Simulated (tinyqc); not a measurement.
## Field, mass and barrier from the scaled variables

Question. A barrier edge falls as U0 - F x over a width d with F = V/d. With e = (C F^2/m1)^(1/3), C = hbar^2/(2 m0), the Airy arguments at its edges are z1 = (U0 - E)/e and z2 = (U0 - V - E)/e. Find e, m1 and U0.

Values chosen for this exercise: electron energy E = 0.202 eV; barrier width d = 11.1 nm; voltage across the barrier V = 0.57 V.

Constants: q = 1.602176634e-19 C, hbar = 1.054571817e-34 J s, m0 = 9.1093837015e-31 kg, hbar^2/(2 m0) = 0.0380998212 eV nm^2. Results are converted to the units shown.

z1 and z2: [2.9487587, -2.1756085]

Answer. z1 - z2 = V/e gives e, its definition gives m1, and U0 = E + z1 e.

e = 0.1112 eV
m1 = 0.07300 m0
U0 = 0.5300 eV

Computed by the program tinyqc: `OMP_NUM_THREADS=1 python tinyqc.py 2580126 2580127 out.jsonl`, one thread of a shared Intel Xeon 2.30GHz, about 0.02 s for the whole run.
